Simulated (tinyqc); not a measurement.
LDA (PW92) atom on a uniform radial grid, spin-unpolarised, for B(2+), step by step. Computed by tinyqc, a small Python program that keeps every step. Settings: Z = 5, points = 64, R = 8.8, functional = lda,pw, mixing = 0.2, iteration cap = 89. Command: `OMP_NUM_THREADS=1 python tinyqc.py 20218 20219 out.jsonl` (the two numbers bound the seeds that draw the settings). One thread of a shared host (Intel(R) Xeon(R) Processor @ 2.60GHz), about 0.1 s of CPU time with the checks. Later iterations appear only in the table of the cycle.

## Iteration 1

Spherical atom on a uniform radial grid r_j = j h with h = R/(N + 1), h sum u^2 = 1 and integrals as h times sums, u(0) = u(R) = 0 (atomic units):
```
parameter,value
Z,5
points N,64
R,8.800000
h,0.135385
mixing,0.200000
electrons in 1s,2
electrons in 2s,1
```

Three-point differences turn -u''/2 + [l(l+1)/2r^2 - Z/r + V] u = e u into a tridiagonal matrix (diagonal 1/h^2 + potential, off-diagonal -1/2h^2). D = sum f u^2; the Hartree potential y/r solves y'' = -D/r with y(0) = 0, y(R) = N_e; v_xc comes from rho = D/(4 pi r^2); E = sum f e - int D V + int D (V_H/2 + eps_xc); V(new) = V + mixing (V_H + v_xc - V).

eigenvalues (hartree): 1s -11.32467, 2s -3.04029

Every 4th grid point:
```
r,V in,u(1s),u(2s),D,V_H,v_xc
0.54154,0.00000,0.87374,-0.32878,1.63492,4.54513,-0.82360
1.08308,0.00000,0.13856,-0.96440,0.96846,2.62910,-0.45469
1.62462,0.00000,0.01648,-0.69667,0.48589,1.82824,-0.28742
2.16615,0.00000,0.00174,-0.35659,0.12716,1.38285,-0.16142
2.70769,0.00000,0.00017,-0.15461,0.02391,1.10774,-0.08577
3.24923,0.00000,1.64e-05,-0.06074,0.00369,0.92327,-0.04392
3.79077,0.00000,1.52e-06,-0.02235,0.00050,0.79139,-0.02179
4.33231,0.00000,1.38e-07,-0.00785,0.00006,0.69247,-0.01050
4.87385,0.00000,1.23e-08,-0.00266,7.08e-06,0.61553,-0.00494
5.41538,0.00000,1.08e-09,-0.00088,7.70e-07,0.55398,-0.00227
5.95692,0.00000,9.44e-11,-0.00028,8.02e-08,0.50362,-0.00103
6.49846,0.00000,0,-0.00009,8.06e-09,0.46165,-0.00046
7.04000,0.00000,0,-2.80e-05,7.85e-10,0.42614,-0.00020
7.58154,0.00000,0,-8.60e-06,7.40e-11,0.39570,-0.00009
8.12308,0.00000,0,-2.50e-06,0,0.36932,-3.72e-05
8.66462,0.00000,0,-3.59e-07,0,0.34624,0.00000
```

total energy = -20.3951925 hartree

## Iteration 2

As before.

eigenvalues (hartree): 1s -10.28953, 2s -2.59018

Every 4th grid point:
```
r,V in,u(1s),u(2s),D,V_H,v_xc
0.54154,0.74431,0.89335,-0.27147,1.66985,4.49204,-0.82909
1.08308,0.43488,0.15356,-0.93317,0.91796,2.60597,-0.44725
1.62462,0.30816,0.02004,-0.73363,0.53902,1.82200,-0.29662
2.16615,0.24429,0.00234,-0.40822,0.16665,1.38166,-0.17504
2.70769,0.20439,0.00026,-0.19264,0.03711,1.10755,-0.09780
3.24923,0.17587,2.70e-05,-0.08249,0.00681,0.92325,-0.05280
3.79077,0.15392,2.77e-06,-0.03314,0.00110,0.79139,-0.02772
4.33231,0.13639,2.79e-07,-0.01272,0.00016,0.69247,-0.01418
4.87385,0.12212,2.77e-08,-0.00472,2.23e-05,0.61553,-0.00709
5.41538,0.11034,2.72e-09,-0.00171,2.91e-06,0.55398,-0.00348
5.95692,0.10052,2.64e-10,-0.00060,3.65e-07,0.50362,-0.00168
6.49846,0.09224,2.54e-11,-0.00021,4.42e-08,0.46165,-0.00080
7.04000,0.08519,0,-0.00007,5.20e-09,0.42614,-0.00038
7.58154,0.07912,0,-2.43e-05,5.89e-10,0.39570,-0.00018
8.12308,0.07386,0,-7.68e-06,5.89e-11,0.36932,-0.00008
8.66462,0.06925,0,-1.16e-06,0,0.34624,-1.03e-05
```

total energy = -20.5624422 hartree

## Convergence

Stop when input and output potentials agree to 1e-7.

Course of the cycle (hartree):
```
iteration,E,e(1s),e(2s),largest |V(out) - V(in)|
1,-20.3951925,-11.32467,-3.04029,6.69e+00
2,-20.5624422,-10.28953,-2.59018,5.18e+00
3,-20.6697557,-9.48937,-2.24937,4.01e+00
4,-20.7378357,-8.87069,-1.99002,3.09e+00
5,-20.7806111,-8.39223,-1.79175,2.39e+00
6,-20.8072717,-8.02216,-1.63952,1.84e+00
7,-20.8237794,-7.73592,-1.52220,1.41e+00
8,-20.8339468,-7.51449,-1.43148,1.09e+00
9,-20.8401836,-7.34321,-1.36115,8.36e-01
10,-20.8439973,-7.21071,-1.30647,6.43e-01
11,-20.8463243,-7.10822,-1.26390,4.94e-01
...,...,...,...,...
63,-20.8499467,-6.75851,-1.11079,1.05e-06
64,-20.8499467,-6.75851,-1.11079,8.29e-07
65,-20.8499467,-6.75851,-1.11079,6.55e-07
66,-20.8499467,-6.75851,-1.11079,5.18e-07
67,-20.8499467,-6.75851,-1.11079,4.09e-07
68,-20.8499467,-6.75851,-1.11079,3.24e-07
69,-20.8499467,-6.75851,-1.11079,2.56e-07
70,-20.8499467,-6.75851,-1.11079,2.02e-07
71,-20.8499467,-6.75851,-1.11079,1.60e-07
72,-20.8499467,-6.75851,-1.11079,1.26e-07
73,-20.8499467,-6.75851,-1.11079,9.98e-08
```

Converged in 73 iterations. A uniform grid resolves the cusp poorly: for a bare nucleus this grid gives 1s at -11.32467 against -Z^2/2 = -12.5 hartree. Before convergence this energy mixes input and output and is not variational, so it may rise towards its limit.
